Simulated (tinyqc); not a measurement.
Worked calculation: RKS/PBE in the sto-6g basis, for H6, spin multiplicity 1. Computed by tinyqc, a small Python program that keeps every step (integrals from PySCF). Settings: charge = 0, multiplicity = 1, basis = sto-6g, energy threshold = 1e-08, iteration cap = 51, orthogonalisation = symmetric, start = atomic densities, DIIS depth = 0, method = RKS, functional = pbe,pbe, grid = [40, 14]. Command: `OMP_NUM_THREADS=1 python tinyqc.py 30270 30271 out.jsonl` (the two numbers bound the seeds that draw the settings). One thread of a shared host (Intel(R) Xeon(R) Processor @ 2.60GHz), about 1 s of CPU time with the checks.

Geometry (angstrom):
```
atom       x       y       z
H     0.0000  0.0000  0.0000
H     0.0000  0.0000  1.1890
H     0.0000  0.0000  2.8810
H     0.0000  0.0000  4.0700
H     0.0000  0.0000  5.7620
H     0.0000  0.0000  6.9510
```

Stop when the energy changes by less than 1e-08 hartree and every element of the error matrix X^T (F D S - S D F) X is below 3e-05.

Course of the cycle:
```
iteration  E (hartree)     change  largest element of the error matrix
1            -2.699606          -                             5.98e-03
2            -3.244202  -5.45e-01                             5.74e-03
3            -3.244140   6.15e-05                             9.89e-03
4            -3.243951   1.89e-04                             1.63e-02
5            -3.243446   5.06e-04                             2.66e-02
6            -3.242099   1.35e-03                             4.34e-02
7            -3.238526   3.57e-03                             7.05e-02
8            -3.229217   9.31e-03                             1.14e-01
9            -3.205725   2.35e-02                             1.80e-01
10           -3.152404   5.33e-02                             2.75e-01
11           -3.051343   1.01e-01                             3.73e-01
12           -2.923352   1.28e-01                             4.64e-01
13           -2.807575   1.16e-01                             4.87e-01
14           -2.760837   4.67e-02                             5.22e-01
...                ...        ...                                  ...
38           -2.728589  -2.11e-02                             5.29e-01
39           -2.707513   2.11e-02                             5.03e-01
40           -2.728589  -2.11e-02                             5.29e-01
41           -2.707513   2.11e-02                             5.03e-01
42           -2.728589  -2.11e-02                             5.29e-01
43           -2.707513   2.11e-02                             5.03e-01
44           -2.728589  -2.11e-02                             5.29e-01
45           -2.707513   2.11e-02                             5.03e-01
46           -2.728589  -2.11e-02                             5.29e-01
47           -2.707513   2.11e-02                             5.03e-01
48           -2.728589  -2.11e-02                             5.29e-01
49           -2.707513   2.11e-02                             5.03e-01
50           -2.728589  -2.11e-02                             5.29e-01
51           -2.707513   2.11e-02                             5.03e-01
```

Can the last value be used, and what does the course show?

Not by the stop rule. Not converged within the cap of 51 iterations: the residual has stopped falling: the iteration swings between two states. Reruns (cap 100 unless said): DIIS 8: converged in 7; damping 0.5: converged in 27; level shift 0.5: converged in 11; atomic densities as start, DIIS 8: converged in 7; the original settings with a cap of 400: not converged. PySCF RKS in the same basis, fine grid = -3.244520 hartree, which differs from a converged run on this coarse grid by the grid error.
